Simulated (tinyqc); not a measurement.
Doping from the ideality factor.

Problem. For thermionic-field emission over a Schottky barrier the ideality factor is n = u coth(u) with u = E00/Vt and E00 = (hbar/2) sqrt(Nd/(me m0 eps0 eps_r)) in SI units (volts). Find u, E00 and Nd.

Parameters, values chosen for the exercise; band and dielectric values those of a made-up semiconductor:

| symbol | value | unit | meaning |
|---|---|---|---|
| T | 400 | K | temperature |
| me | 0.256 | m0 | electron mass |
| eps_r | 7.89 |  | relative permittivity |

Constants: q = 1.602176634e-19 C, kB = 1.380649e-23 J/K, eps0 = 8.8541878128e-12 F/m, hbar = 1.054571817e-34 J s, m0 = 9.1093837015e-31 kg, Vt = kB T/q. Results are converted to the units shown.

n = 1.4303624

Solution. u coth(u) rises steadily from 1, so n fixes u; the definition of E00 then gives Nd.

u = 1.186
E00 = 40.90 meV
Nd = 9.800e18 cm^-3

tinyqc, about 0.04 s, one thread, Intel Xeon 2.30GHz (shared host): `OMP_NUM_THREADS=1 python tinyqc.py 2640049 2640050 out.jsonl`
